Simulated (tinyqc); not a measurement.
Octagonal on-chip spiral inductor, lumped pi model: two steps of the calculation.

Outer diameter do = di + 2 n wd + 2 (n - 1) sp, mean da = (do + di)/2, fill p = (do - di)/(do + di), length l = 3.314 n da. L = 2.25 mu0 n^2 da/(1 + 3.55 p), mu0 = 4 pi 1e-7 H/m. Rs = rho l/(wd delta (1 - exp(-th/delta))), delta = sqrt(rho/(pi f mu0)). Cs = n wd^2 eps0 eo/hu across the coil. At each end Cox = l wd eps0 eo/(2 ho) leads to the substrate branch Rsi = 2 rs he/(l wd) in parallel with Csi = l wd eps0 11.7/(2 he). With one end grounded Y = 1/(Rs + i w L) + i w Cs + 1/[1/(i w Cox) + 1/(1/Rsi + i w Csi)], w = 2 pi f; Q = -Im Y/Re Y. Eddy currents in neighbouring turns and in the substrate are left out.

Inputs (values chosen for the exercise); values of the order met in silicon radio-frequency processes: number of turns n = 6.5; line width wd = 4 um; space between turns sp = 3 um; inner diameter di = 100 um; metal thickness th = 3 um; metal resistivity rho = 3 uohm cm; oxide below the coil ho = 3.4 um; oxide between coil and underpass hu = 1.5 um; relative permittivity of the oxide eo = 3; substrate resistivity rs = 100 ohm cm; effective spreading depth in the substrate he = 50 um; frequency f = 0.93 GHz.

Constants: eps0 = 8.8541878128e-12 F/m. Results are converted to the units shown.

Question 1. Geometry and model elements. do, l, L, delta, Rs, Cs, Cox, Rsi and Csi as defined.

Give: do; l; L; delta; Rs; Cs; Cox; Rsi; Csi.

Answer 1.

do = 185.00 um
l = 3069.6 um
L = 8.2685 nH
delta = 2.8585 um
Rs = 12.393 ohm
Cs = 1.8417 fF
Cox = 47.962 fF
Rsi = 8144.4 ohm
Csi = 12.720 fF

Question 2. Admittance, quality factor and apparent inductance. Series branch 1/(Rs + i w L), substrate branch, total Y, Q = -Im Y/Re Y, apparent inductance Im(1/Y)/w, metal-only value w L/Rs, share of the loss in the substrate Re(substrate branch)/Re Y.

L = 8.2684808 nH
Rs = 12.392672 ohm
Cs = 1.8416711 fF
Cox = 47.962497 fF
Rsi = 8144.4035 ohm
Csi = 12.719654 fF

Wanted: series branch; substrate branch; Y; Q; apparent inductance; w L/Rs; share of the loss in the substrate.

Answer 2.

series branch = 4.98-19.42i mS
substrate branch = 0.06849+0.08246i mS
Y = 5.05-19.33i mS
Q = 3.827
apparent inductance = 8.289 nH
w L/Rs = 3.899
share of the loss in the substrate = 1.356 %

Q is 98.2 % of the metal-only value.

Computed by the program tinyqc: `OMP_NUM_THREADS=1 python tinyqc.py 2302188 2302189 out.jsonl`, one thread of a shared Intel Xeon 2.30GHz, about 0.01 s for the whole run.
